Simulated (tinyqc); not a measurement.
Inside a calculation. Model: thermal boundary conductance by the acoustic and diffuse mismatch models. Computed by tinyqc, a small Python program that keeps every step. Command: `OMP_NUM_THREADS=1 python tinyqc.py 3027099 3027100 out.jsonl kapitza walk`. One thread of a shared host (Intel(R) Xeon(R) Processor @ 2.30GHz), about 0.01 s of CPU time with the checks. Intermediate numbers are printed to about 6 digits and carried at full precision; extremes and crossings named in words are read from the listed rows.

Each side has one longitudinal and two transverse Debye branches, omega = v q up to q_D = (6 pi^2 n)^(1/3), with n counting all atoms. Scattering at the interface is elastic. Electrons are left out of G, also for metals. Melting is ignored. G refers to the temperatures of the phonons sent towards the interface. Linear branches over all atoms overstate G at high T, most for crystals with several atoms a cell.

Inputs (values chosen for the exercise, for two model solids):

| quantity | value | unit |
|---|---|---|
| density rho_1 | 3.08 | g/cm^3 |
| longitudinal velocity vL_1 | 12800 | m/s |
| transverse velocity vT_1 | 7650 | m/s |
| atom density n_1 | 96.8 | 1/nm^3 |
| conductivity kappa_1 | 1.43 | W/(m K) |
| density rho_2 | 7.33 | g/cm^3 |
| longitudinal velocity vL_2 | 11800 | m/s |
| transverse velocity vT_2 | 5450 | m/s |
| atom density n_2 | 41.1 | 1/nm^3 |
| conductivity kappa_2 | 324 | W/(m K) |
| temperature T | 500 | K |
| thickness d_1 | 59 | nm |
| thickness d_2 | 220000 | nm |
| heat flux J | 9.4 | kW/cm^2 |

Structure: film on a substrate.

Constants: hbar = 1.054571817e-34 J s; k_B = 1.380649e-23 J/K.

## Cut-off frequencies and impedances

omega_c = v q_D for each branch, given as hbar omega_c/k_B; impedance Z = rho v.

Branches:

| branch | v (m/s) | cut-off (K) | Z (1e6 kg/(m^2 s)) |
|---|---|---|---|
| L, side 1 | 12800 | 1749.76 | 39.4240 |
| T, side 1 | 7650 | 1045.75 | 23.5620 |
| L, side 2 | 11800 | 1212.38 | 86.4940 |
| T, side 2 | 5450 | 559.96 | 39.9485 |

## Acoustic mismatch: transmission of each branch

No mode conversion. t(theta) = 4 Z_1 Z_2 cos(theta_1) cos(theta_2)/N^2, with N = Z_2 cos(theta_1) + Z_1 cos(theta_2) for L (the form for pressure waves) and N = Z_1 cos(theta_1) + Z_2 cos(theta_2) for both T branches (the form for shear waves polarised along the interface); sin(theta_2) = (v_2/v_1) sin(theta_1), and t = 0 beyond the critical angle arcsin(v_1/v_2); the mean over the incoming flux is alpha = 2 int t sin(theta_1) cos(theta_1) d theta_1 (64 Gauss-Legendre points).

Transmission:

| branch | t at normal incidence | largest angle from side 1 (deg) | alpha, 1 to 2 | alpha, 2 to 1 |
|---|---|---|---|---|
| L | 0.860263 | 90 | 0.895311 | 0.760883 |
| T | 0.933430 | 90 | 0.825004 | 0.418722 |

For L waves from side 1 no critical angle exists, and the mean 0.90 stays near the normal-incidence 0.86. For T waves from side 1 no critical angle exists; the mean is 0.83 against 0.93 at normal incidence.

## Diffuse mismatch: transmission at low frequency

A phonon forgets its side and branch: alpha(1 to 2) = S_2/(S_1 + S_2), S_i = 1/vL_i^2 + 2/vT_i^2.

S_1 = 4.02784e-08 s^2/m^2

S_2 = 7.45162e-08 s^2/m^2

diffuse alpha, 1 to 2 = 0.649126

## Boundary conductance

G = (k_B^4 T^3/(8 pi^2 hbar^3)) int W(x) x^4 e^x/(e^x - 1)^2 dx, x = hbar omega/(k_B T). Acoustic mismatch: W = sum over the three branches of alpha(1 to 2)/v_1^2, each up to the lower of its two cut-offs. Diffuse mismatch: W = S_1 S_2/(S_1 + S_2), where S_i sums 1/v^2 over the branches of side i still below their cut-off. Radiation limit: W = min(S_1, S_2). The integral is split at the four cut-offs (64 Gauss-Legendre points a piece, x at most 45). Boundary resistance R = 1/G and Kapitza length kappa_2/G use the diffuse value.

G, acoustic mismatch = 1574.30 MW/(m^2 K)

G, diffuse mismatch = 1355.18 MW/(m^2 K)

G, radiation limit = 1923.91 MW/(m^2 K)

boundary resistance R = 0.737907 m^2 K/GW

Kapitza length in side 2 = 239.082 nm

The diffuse value is 0.86 times the acoustic one and 70 % of the radiation limit. Diffuse scattering lowers G here: it sends back a share of the phonons that specular transmission lets pass. Caution: at this temperature short waves carry the heat; linear branches up to q_D overstate their velocity, and inelastic processes, left out here, grow with T.

## Conductance against temperature

The formulas are those given above.

G (MW/(m^2 K)):

| T (K) | acoustic mismatch | diffuse mismatch | radiation limit |
|---|---|---|---|
| 2 | 0.00274457 | 0.00213194 | 0.00328432 |
| 5 | 0.0428838 | 0.0333115 | 0.0513175 |
| 10 | 0.343071 | 0.266492 | 0.410540 |
| 20 | 2.74457 | 2.13194 | 3.28432 |
| 40 | 21.9258 | 17.0337 | 26.2385 |
| 80 | 152.093 | 119.644 | 182.523 |
| 150 | 523.571 | 434.488 | 635.913 |
| 300 | 1180.27 | 1015.19 | 1443.48 |
| 600 | 1667.44 | 1434.32 | 2036.95 |
| 1000 | 1822.21 | 1564.85 | 2224.40 |

All three follow T^3 at the cold end (exponent 3.00 for the diffuse model) and flatten at high T (exponent 0.17 at the hot end); the lowest cut-off is 560 K. The ratio of diffuse to acoustic goes from 0.78 to 0.86. The plateau is set by the frequencies that both sides share.

## Temperature rise through the stack

In series: Delta T = J (d_1/kappa_1 + R + d_2/kappa_2), with bulk conductivities in the layers and one-dimensional flow.

temperature drops (K): film 3.87832, interface 0.0693632, substrate 63.8272

total rise Delta T = 67.7748 K

interface share of film plus interface = 0.0175706

The substrate takes the largest drop, 94 % of the total. Caution: layers this thin are often below the phonon free path, where bulk conductivities and independent interfaces no longer hold.

Checks made by the program: detailed balance alpha_12/v_1^2 = alpha_21/v_2^2 (relative difference below 1e-10); low-temperature limit G = pi^2 k_B^4 T^3 alpha S_1/(30 hbar^3) (relative difference below 1e-10).
